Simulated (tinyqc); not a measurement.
Joule-heated wire on a substrate, fin equation: one step of the calculation.

A wire of length L loses heat along itself to two contacts and sideways to the substrate: kap A theta'' - g theta + p = 0 with theta = T - T0 and p = p0. The ends are held at T0. Constant conductivity, diffusive heat flow.

Question. Temperature rise. Solve -c theta_(i-1) + d_i theta_i - c theta_(i+1) = b_i for nodes 1 to 9, with theta = 0 at nodes 0 and 10.

Inputs (values chosen for the exercise):

| symbol | value | unit | meaning |
|---|---|---|---|
| T0 | 293 | K | temperature of substrate and contacts |

c = 0.90315789 uW/K

```
node	d (uW/K)	b (uW)
1	1.9051158	14.06
2	1.9051158	14.06
3	1.9051158	14.06
4	1.9051158	14.06
5	1.9051158	14.06
6	1.9051158	14.06
7	1.9051158	14.06
8	1.9051158	14.06
9	1.9051158	14.06
```

Wanted: theta.

Answer.

theta, node 0 to 10 (K): 0.000  36.505  61.436  77.520  86.516  89.410  86.516  77.520  61.436  36.505  0.000

Numbers from tinyqc (`OMP_NUM_THREADS=1 python tinyqc.py 2520152 2520153 out.jsonl`; about 0.01 s on one thread of a shared Intel Xeon 2.30GHz).
